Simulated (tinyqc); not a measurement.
Random telegraph noise from one oxide trap in a small MOSFET: one step of the calculation.

An acceptor-like trap exchanges electrons with the channel. Inversion charge Q = Cox u, u = n Vt W0(exp((Vg - VT)/(n Vt))), W0 the Lambert function, n = nf, Cox = eps0 eox/tox; linear regime Id = (W/L) mu Q Vd. Relative to threshold the surface potential rises by Vt ln(u/u0) and the oxide voltage by the rest of Vg - VT, with u0 = n Vt W0(1).

Question. Step height. A = W L; threshold step dV = q (1 - xt/tox)/(Cox A); gm/Id = 1/(u + n Vt); relative step dI/I = (gm/Id) dV + asc mu/A. Id as defined.

Parameters, values chosen for the exercise; values of the order met in silicon transistors:
- T = 300 K (temperature)
- eox = 7.71 (relative permittivity of the gate insulator (close to silicon nitride))
- tox = 3.2 nm (insulator thickness)
- xt = 0.33 nm (depth of the trap from the channel interface)
- nf = 1.23 (body factor)
- W = 150 nm (gate width)
- L = 61 nm (gate length)
- mu = 150 cm^2/(V s) (mobility)
- asc = 0 V s (scattering coefficient of the charged trap)
- Vd = 0.1 V (drain voltage)

Constants: q = 1.602176634e-19 C, kB = 1.380649e-23 J/K, Vt = kB T/q, eps0 = 8.8541878128e-14 F/cm where lengths are in cm. Results are converted to the units shown.

u = 0.066526704 V
N = 8.8580626e11 cm^-2

Find: electrons in the channel N A; dV; gm/Id; number part of dI/I; dI/I; Id; dI.

Answer.

electrons in the channel N A = 81.05
dV = 0.7362 mV
gm/Id = 10.17 1/V
number part of dI/I = 0.7487 %
dI/I = 0.7487 %
Id = 5.235 uA
dI = 39.19 nA

Range of the model: VT is taken as given; short-channel effects and the uneven flow of current among few electrons are left out.

tinyqc, about 0.01 s, one thread, Intel Xeon 2.30GHz (shared host): `OMP_NUM_THREADS=1 python tinyqc.py 2710103 2710104 out.jsonl`
